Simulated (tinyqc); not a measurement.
Inside a calculation. Method: Hubbard chain of 2 sites. One step of it, computed by the program tinyqc.

Problem. The many-body Hamiltonian. Basis: all placements (u, d, 2, 0 on each site), up operators ordered before down ones; hops carry the sign of the same-spin electrons passed.

one-body matrix (hopping and site energies) (eV):
```
           1          2
1   0.700000  -1.440000
2  -1.440000   0.390000
```

U = 6.000000 eV

electrons, up and down: 1  1

Give: H.

Solution.

H (eV):
```
         20       ud       du       02
20   7.4000  -1.4400  -1.4400   0.0000
ud  -1.4400   1.0900   0.0000  -1.4400
du  -1.4400   0.0000   1.0900  -1.4400
02   0.0000  -1.4400  -1.4400   6.7800
```
